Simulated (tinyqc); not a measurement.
# Worked calculation: frequency dispersion of an accumulation capacitance by border traps, distributed model

Program tinyqc, `OMP_NUM_THREADS=1 python tinyqc.py 2202004 2202005 out.jsonl`; Intel Xeon 2.30GHz, shared host, one thread, about 0.4 s. Printed values are rounded.

Traps spread evenly through the insulator exchange electrons with the semiconductor by tunnelling, with tau(x) = t0 exp(2 ka x) at depth x from the interface. The admittance per area Y seen at depth x obeys dY/dx = -Y^2/(i w eps0 eox) + q Nb ln(1 + i w tau)/tau, with Y(0) = i w Cs and w = 2 pi f; the gate sees Y(tox) = G + i w C. Working variable y = Y/(i w), in uF/cm^2. Cox = eps0 eox/tox.

Values chosen for this exercise; permittivity close to that of hafnium oxide: relative permittivity of the insulator eox = 19.9; insulator thickness tox = 6.7 nm; semiconductor capacitance in accumulation Cs = 2.8 uF/cm^2; density of border traps Nb = 8.3e19 cm^-3 eV^-1; decay constant of the wave function in the insulator ka = 3.5 1/nm; time constant of a trap at the interface t0 = 4e-10 s; frequency f = 10000 Hz; depth down to which the steps are taken xe = 2.2 nm.

Constants: q = 1.602176634e-19 C, eps0 = 8.8541878128e-14 F/cm where lengths are in cm. Results are converted to the units shown.

## Scales and lumped estimate

Cox; trap-free value 1/(1/Cox + 1/Cs); response depth d = ln(1/(w t0))/(2 ka), where w tau = 1; lumped estimate: all traps within d act as C_bt = q Nb d placed at d/2, so C = 1/{1/[1/(1/Cs + d/(2 eps0 eox)) + C_bt] + (tox - d/2)/(eps0 eox)}.

Cox = 2.62983 uF/cm^2
trap-free C = 1.35612 uF/cm^2
d = 1.51305 nm
C_bt = 2.01206 uF/cm^2
lumped C = 1.78901 uF/cm^2

The traps within reach amount to 0.719 Cs and lie in the first 22.6 % of the insulator.

## Midpoint steps through the active depth

In terms of y: dy/dx = -y^2/(eps0 eox) + s(x), s = q Nb ln(1 + z)/z, z = i w tau. 8 midpoint steps of h = xe/8: y_half = y + (h/2) y'(x, y), y(new) = y + h y'(x + h/2, y_half).

```
point  x (nm)  s (uF/(cm^2 nm))       y (uF/cm^2)
0           0  1.32981-0.00002i  2.80000+0.00000i
1       0.275  1.32981-0.00011i  3.03247-0.00001i
2        0.55  1.32981-0.00079i  3.24393-0.00009i
3       0.825  1.32978-0.00538i  3.43503-0.00064i
4         1.1  1.32844-0.03685i  3.60666-0.00436i
5       1.375  1.27069-0.23626i  3.75755-0.02960i
6        1.65  0.61421-0.52374i  3.81723-0.14893i
7       1.925  0.11267-0.21459i  3.67029-0.22730i
8         2.2  0.01695-0.05217i  3.48318-0.23010i
```

## Capacitance and conductance at the gate

y at xe = 3.48318-0.23010i uF/cm^2

Beyond xe the traps are ignored, so 1/y(tox) = 1/y(xe) + (tox - xe)/(eps0 eox); C = Re y, G/w = -Im y, loss tangent G/(w C).

y at the gate = 1.84536-0.06438i uF/cm^2
C = 1.84536 uF/cm^2
G/w = 0.0643808 uF/cm^2
loss tangent = 0.0348880

A fine integration over the whole insulator gives C = 1.8478 and G/w = 0.06680 uF/cm^2; the coarse G/w is 3.6 % below that. The fine C is 36 % above the trap-free value, and the lumped estimate is 3.2 % below the fine result.
